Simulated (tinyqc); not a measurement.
One-electron ion in a basis of Gaussians, step by step. One step of it, computed by the program tinyqc.

Question. Generalised eigenproblem. Solve H C = S C e through S^(-1/2); each column has its largest component positive (the first on a tie).

H = T + V (hartree):
```
,1,2,3,4,5,6
1,-3.007569,-2.689647,-1.437901,-0.589284,-0.217525,-0.077281
2,-2.689647,-4.074001,-3.628341,-2.370800,-1.086865,-0.421935
3,-1.437901,-3.628341,0.080212,0.161897,-2.562683,-1.759510
4,-0.589284,-2.370800,0.161897,34.502329,31.281362,4.047832
5,-0.217525,-1.086865,-2.562683,31.281362,211.348823,190.858611
6,-0.077281,-0.421935,-1.759510,4.047832,190.858611,1010.747148
```

S:
```
,1,2,3,4,5,6
1,1.000000,0.560327,0.142611,0.027101,0.004749,0.000815
2,0.560327,1.000000,0.560101,0.142596,0.027091,0.004746
3,0.142611,0.560101,1.000000,0.560288,0.142636,0.027094
4,0.027101,0.142596,0.560288,1.000000,0.560209,0.142581
5,0.004749,0.027091,0.142636,0.560209,1.000000,0.560138
6,0.000815,0.004746,0.027094,0.142581,0.560138,1.000000
```

Give: eigenvalues of S; eigenvalues; coefficients.

Answer.

eigenvalues of S: 0.1614  0.3052  0.5901  1.0530  1.6603  2.2300

eigenvalues (hartree): -4.4840  -1.9158  5.3753  52.7428  281.2674  1322.5715

coefficients:
```
,1,2,3,4,5,6
1,0.2073,1.1478,0.4432,-0.1253,0.0442,-0.0167
2,0.7406,-0.6544,-1.1216,0.3986,-0.1410,0.0529
3,0.2072,-0.1613,1.2154,-0.9455,0.3651,-0.1359
4,0.0192,-0.0138,-0.0052,1.3100,-0.8716,0.3404
5,0.0022,-0.0016,0.0150,-0.0849,1.3209,-0.8147
6,0.0001,-0.0001,-0.0010,0.0162,-0.0990,1.2507
```

For Z = 6 and l = 1 the exact lowest level is -Z^2/(2 n^2) with n = l + 1: -4.500000 hartree.
